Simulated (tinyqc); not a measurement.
Read current of a NAND string, cells in series solved by shooting: one step of the calculation.

Cells in series, numbered from 0 at the source line (0 V) to the bit line, each followed by a gap resistance Rg. A cell with gate Vg, threshold VT, source Vs and drain Vd passes I = 2 nf K Vt^2 [F(Vs) - F(Vd)]/(1 + th max(Vg - VT, 0)), F(V) = ln^2(1 + exp((Vg - VT - nf V)/(2 nf Vt))). The selected cell has Vg = Vr, the others Vg = Vp.

Problem. Node voltages for a trial current. For a trial current I start at 0 V and, cell by cell (the selected one is cell 2), solve for the drain: sqrt(F(Vd)) = sqrt(F(Vs) - I/k), k = 2 nf K Vt^2/(1 + th max(Vg - VT, 0)), Vd = [Vg - VT - 2 nf Vt ln(exp(sqrt F) - 1)]/nf, then add I Rg.

Inputs (values chosen for the exercise); values of the order met in vertical NAND strings: temperature T = 358 K; gain factor of a cell K = 5.1 uA/V^2; slope factor nf = 2; mobility reduction factor th = 0.05 1/V; resistance of the gap between cells Rg = 1.1 kohm; bit-line voltage Vbl = 0.5 V; pass voltage Vp = 7.3 V; read voltage on the selected word line Vr = 4.11 V.

Constants: q = 1.602176634e-19 C, kB = 1.380649e-23 J/K, Vt = kB T/q. Results are converted to the units shown.

first trial current = 1.1 uA

```
cell,thresholds from the source end (V)
0,-0.6
1,-0.6
2,2.3
3,-0.6
4,-0.6
5,-0.6
```

Wanted: node voltage after each cell and gap, trial 1.

Solution.

```
cell,"node voltage after each cell and gap, trial 1 (V)"
0,0.03948
1,0.07935
2,0.2380
3,0.2800
4,0.3224
5,0.3653
```

Numbers from tinyqc (`OMP_NUM_THREADS=1 python tinyqc.py 2142102 2142103 out.jsonl`; about 0.8 s on one thread of a shared Intel Xeon 2.30GHz).
